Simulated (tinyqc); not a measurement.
## Phonon and roughness prefactors from two fields

Problem. At 300 K and high field 1/mu = E^(1/3)/Ap + E^gs/As, E in MV/cm. Find Ap and As.

Values chosen for this exercise:
```
symbol,value,unit,meaning
gs,2,,exponent of the roughness term
```

mu at E = 0.42 and 1.26 MV/cm (cm^2/(V s)): 497.53105  235.24264

Solution. Two linear equations in 1/Ap and 1/As.

Ap = 409 cm^2/(V s)
As = 986 cm^2/(V s)

Program tinyqc, `OMP_NUM_THREADS=1 python tinyqc.py 2510124 2510125 out.jsonl`; Intel Xeon 2.30GHz, shared host, one thread, about 0.01 s.
